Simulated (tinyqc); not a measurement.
Kinetic Monte Carlo and master equation for a particle on a ring of sites with traps and bias. Changing the force F along the ring. Computed by tinyqc, a small Python program. Command: `OMP_NUM_THREADS=1 python tinyqc.py 3018907 3018908 out.jsonl kmc sweep`. One thread of a shared host (Intel(R) Xeon(R) Processor @ 2.30GHz), about 0.01 s of CPU time with the checks.

8 sites on a ring, numbered 1 to 8. The saddle between i and i+1 lies at E0 + s b_i and site i at s eps_i; a force F tilts the landscape, with the saddle half-way.

Inputs (values chosen for the exercise, for a model defect):
```
quantity,value,unit
reference barrier E0,0.82,eV
scale factor s of the disorder,1,-
attempt frequency nu,18,THz
temperature T,750,K
site spacing a,2.8,angstrom
```

Disorder: both.

site energies eps_i (eV): [-0.11, -0.16, -0.12, -0.19, 0, -0.09, 0, -0.035]

saddle shifts b_i between sites i and i+1 (eV): [-0.0037, 0.023, -0.046, -0.068, 0.084, 0.096, -0.00043, -0.018]

Constants: k_B = 8.617333262e-05 eV/K.

Method:
- Rates: k(i to i+1) = nu exp(-(E0 + s b_i - s eps_i - F a/2)/(k_B T)), k(i to i-1) = nu exp(-(E0 + s b_(i-1) - s eps_i + F a/2)/(k_B T)).
- Share right = k right/(k right + k left); mean stay = 1/(k right + k left).
- Master equation dP/dt = W P, W_(i+1,i) = k right, W_(i-1,i) = k left, columns summing to zero. The steady state is its null vector; drift v = a sum P_i (k right - k left). D = a^2 lambda''(0)/2, where lambda(q) is the leading eigenvalue of W with right hops weighted by exp(q) and left hops by exp(-q).
- The slowest relaxation rate is minus the real part of the next eigenvalue of W. 1 angstrom = 1e-8 cm.
- At zero force D0 = a^2 nu exp(-E0/(k_B T)) / [<exp(-s eps/(k_B T))> <exp(s b/(k_B T))>], with means over the ring; Einstein relation v = D0 F/(k_B T); 1 angstrom = 1e-8 cm.

One run for each value:
```
force F along the ring (eV/angstrom),drift velocity v (cm/s),Einstein drift (cm/s),diffusivity D (cm^2/s),slowest relaxation rate (1/s)
4.60e-04,3.003e-03,3.018e-03,4.223e-09,3.254e+06
9.70e-04,6.302e-03,6.364e-03,4.214e-09,3.261e+06
2.10e-03,1.353e-02,1.378e-02,4.232e-09,3.297e+06
4.40e-03,2.810e-02,2.887e-02,4.422e-09,3.470e+06
9.20e-03,5.981e-02,6.036e-02,5.317e-09,4.803e+06
1.90e-02,1.390e-01,1.247e-01,7.690e-09,5.632e+06
4.10e-02,3.986e-01,2.690e-01,1.247e-08,9.237e+06
8.70e-02,1.416e+00,5.708e-01,3.606e-08,2.772e+07
1.80e-01,1.104e+01,1.181e+00,2.799e-07,2.153e+08
```

Over the rows, drift velocity v (cm/s) rises from 0.00300 to 11.0 (exponent d ln y / d ln x 0.99 between the first rows and 2.8 between the last); Einstein drift (cm/s) rises from 0.00302 to 1.18 (exponent d ln y / d ln x about 1.0 throughout); diffusivity D (cm^2/s) goes from 4.22e-9 through a minimum among these rows, 4.21e-9 at 9.70e-4, to 2.80e-7. At the low end the exponent of drift velocity v is 0.99, close to 1: linear response. At the low end the exponent of diffusivity D is 0.00, close to 0: a weak force leaves D unchanged. The ratio of drift to Einstein drift goes from 0.995 to 9.35; on a ring without disorder it is sinh(y)/y with y = F a/(2 k_B T), 6.33 in the last row.

Extremes, crossings and ranges named in words are read from the listed rows.
